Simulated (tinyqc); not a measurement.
Changing the force F along the ring: kinetic Monte Carlo and master equation for a particle on a ring of sites with traps and bias. Computed by tinyqc, a small Python program. Command: `OMP_NUM_THREADS=1 python tinyqc.py 3010707 3010708 out.jsonl kmc sweep`. One thread of a shared host (Intel(R) Xeon(R) Processor @ 2.30GHz), about 0.01 s of CPU time with the checks.

5 sites on a ring, numbered 1 to 5. The saddle between i and i+1 lies at E0 + s b_i and site i at s eps_i; a force F tilts the landscape, with the saddle half-way.

Inputs (values chosen for the exercise, for a model defect):
```
quantity                        value      unit
reference barrier E0             0.46        eV
scale factor s of the disorder      1         -
attempt frequency nu               15       THz
temperature T                     300         K
site spacing a                    3.5  angstrom
```

Disorder: site traps.

site energies eps_i (eV): -0.051  -0.019  -0.018  -0.052  -0.019

saddle shifts b_i between sites i and i+1 (eV): 0  0  0  0  0

Constants: k_B = 8.617333262e-05 eV/K.

Method:
- Rates: k(i to i+1) = nu exp(-(E0 + s b_i - s eps_i - F a/2)/(k_B T)), k(i to i-1) = nu exp(-(E0 + s b_(i-1) - s eps_i + F a/2)/(k_B T)).
- Share right = k right/(k right + k left); mean stay = 1/(k right + k left).
- Master equation dP/dt = W P, W_(i+1,i) = k right, W_(i-1,i) = k left, columns summing to zero. The steady state is its null vector; drift v = a sum P_i (k right - k left). D = a^2 lambda''(0)/2, where lambda(q) is the leading eigenvalue of W with right hops weighted by exp(q) and left hops by exp(-q).
- The slowest relaxation rate is minus the real part of the next eigenvalue of W. 1 angstrom = 1e-8 cm.
- At zero force D0 = a^2 nu exp(-E0/(k_B T)) / [<exp(-s eps/(k_B T))> <exp(s b/(k_B T))>], with means over the ring; Einstein relation v = D0 F/(k_B T); 1 angstrom = 1e-8 cm.

One run for each value; columns: (1) force F along the ring (eV/angstrom); (2) drift velocity v (cm/s); (3) Einstein drift (cm/s); (4) diffusivity D (cm^2/s); (5) slowest relaxation rate (1/s):
```
(1)              (2)         (3)         (4)         (5)
1.50e-04  4.7886e-05  4.7885e-05  8.2537e-11  6.1615e+04
3.10e-04  9.8970e-05  9.8963e-05  8.2565e-11  6.1682e+04
6.60e-04  2.1076e-04  2.1069e-04  8.2696e-11  6.1990e+04
1.40e-03  4.4760e-04  4.4693e-04  8.3279e-11  6.3388e+04
2.90e-03  9.3174e-04  9.2578e-04  8.5718e-11  6.9522e+04
6.20e-03  2.0379e-03  1.9793e-03  9.6639e-11  1.0731e+05
1.30e-02  4.7068e-03  4.1500e-03  1.4139e-10  1.8123e+05
2.80e-02  1.5338e-02  8.9386e-03  3.8100e-10  4.6343e+05
5.90e-02  1.2791e-01  1.8835e-02  3.1006e-09  3.7323e+06
```

Over the rows, drift velocity v (cm/s) rises from 4.79e-5 to 0.128 (exponent d ln y / d ln x 1.0 between the first rows and 2.8 between the last); Einstein drift (cm/s) rises from 4.79e-5 to 0.0188 (exponent d ln y / d ln x about 1.00 throughout); diffusivity D (cm^2/s) rises from 8.25e-11 to 3.10e-9 (exponent d ln y / d ln x 4.7e-4 between the first rows and 2.8 between the last). At the low end the exponent of drift velocity v is 1.00, close to 1: linear response. At the low end the exponent of diffusivity D is 0.00, close to 0: a weak force leaves D unchanged. The ratio of drift to Einstein drift goes from 1.00 to 6.79; on a ring without disorder it is sinh(y)/y with y = F a/(2 k_B T), 6.79 in the last row.

Extremes, crossings and ranges named in words are read from the listed rows.
